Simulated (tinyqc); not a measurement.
# Resistance of a tapered via with liner, size effect and interface: via resistance against the sidewall angle

A round via whose diameter grows from db at the bottom as D(z) = db + 2 z/tan(ang). The fill, of diameter D - 2 tl, starts above the bottom liner (thickness fb tl) and has rho = rho0 (1 + ks lam/(D - 2 tl)); the sidewall liner conducts in parallel with it. The bottom liner and the interface are crossed over the full area pi db^2/4. Spreading in the lines above and below is left out.

Slices between z0 = fb tl and hv, evaluated at their midpoints: conductance per length pi/4 [(D - 2 tl)^2/rho + (D^2 - (D - 2 tl)^2)/rl], slice resistance = slice height over that. 2000 slices. R_fill = sum of the slices; R_bottom = rl fb tl/(pi db^2/4); R_interface = ri/(pi db^2/4); ballistic (Sharvin) limit 1/(Sb pi (db - 2 tl)^2/4); ideal cylinder rho0 hv/(pi db^2/4).

Parameters, values chosen for the exercise; fill metal close to molybdenum:
- db = 40 nm (diameter at the bottom)
- hv = 150 nm (height)
- rho0 = 5.38 uohm cm (bulk resistivity of the fill)
- lam = 11.5 nm (mean free path of the fill)
- ks = 1.3 (size-effect factor)
- tl = 0.2 nm (liner on the sidewall)
- fb = 0.5 (liner at the bottom over that on the sidewall)
- rl = 360 uohm cm (resistivity of the liner)
- ri = 6e-12 ohm cm^2 (interface resistivity at the bottom)
- Sb = 1.3e15 S/m^2 (ballistic conductance per area, about 3/(4 rho0 lam))

The same in every row: R_bottom (ohm) = 0.2865; R_interface (ohm) = 0.4775; ballistic limit (ohm) = 0.6246.

Results:
```
ang (degrees),R_fill (ohm),R (ohm),R over ideal cylinder,largest part
90,9.016,9.780,1.523,fill
89,7.835,8.599,1.339,fill
87,6.201,6.965,1.085,fill
86,5.612,6.376,0.9929,fill
84,4.712,5.476,0.8527,fill
82,4.055,4.819,0.7505,fill
```

Estimate the missing row, ang = 88 degrees.

Computed row:
```
ang (degrees),R_fill (ohm),R (ohm),R over ideal cylinder,largest part
88,6.925,7.688,1.197,fill
```

With this row back in the table: R falls from 9.78 to 4.82 ohm. The fill is the largest part at ang = 90 and in all other rows. The share of the two bottom terms goes from 7.81 to 15.9 %.

Program tinyqc, `OMP_NUM_THREADS=1 python tinyqc.py 2750102 2750103 out.jsonl`; Intel Xeon 2.30GHz, shared host, one thread, about 0.01 s.
